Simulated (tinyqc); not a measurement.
Shallow acceptor in the spherical model (Baldereschi-Lipari), strong spin-orbit limit: one step, computed by the program tinyqc. Command: `OMP_NUM_THREADS=1 python tinyqc.py 3001552 3001553 out.jsonl acceptor walk`. One thread of a shared host (Intel(R) Xeon(R) Processor @ 2.30GHz), about 0.01 s of CPU time with the checks.

The 1S(3/2) state has an s envelope f(r) and a d envelope g(r). In effective units they obey -(f'' + 2f'/r + 2f/r) + mu (g'' + 5g'/r + 3g/r^2) = E f and -(g'' + 2g'/r - 6g/r^2 + 2g/r) + mu (f'' - f'/r) = E g. The cubic term, the split-off band and the central cell are left out.

Question. Effective units and couplings. Ry* = Ry/(gamma_1 eps^2), a* = a_0 eps gamma_1, mu = (6 gamma_3 + 4 gamma_2)/(5 gamma_1), delta = (gamma_3 - gamma_2)/gamma_1; spherical masses 1/(gamma_1 (1 - mu)) (heavy) and 1/(gamma_1 (1 + mu)) (light).

Inputs (values chosen for the exercise, modelled on InAs):

| quantity | value | unit |
|---|---|---|
| Luttinger gamma_1 | 19.7 | - |
| Luttinger gamma_2 | 8.64 | - |
| Luttinger gamma_3 | 9.24 | - |
| dielectric constant eps | 14.8 | - |

Constants: Ry = 13.605693123 eV; a_0 = 0.529177210903 angstrom.

Give: Ry*; a*; mu; delta; heavy-hole mass; light-hole mass.

Answer.

Ry* = 3.153 meV

a* = 154.3 angstrom

mu = 0.9137

delta = 0.03046

heavy-hole mass = 0.5882 m_0

light-hole mass = 0.02653 m_0
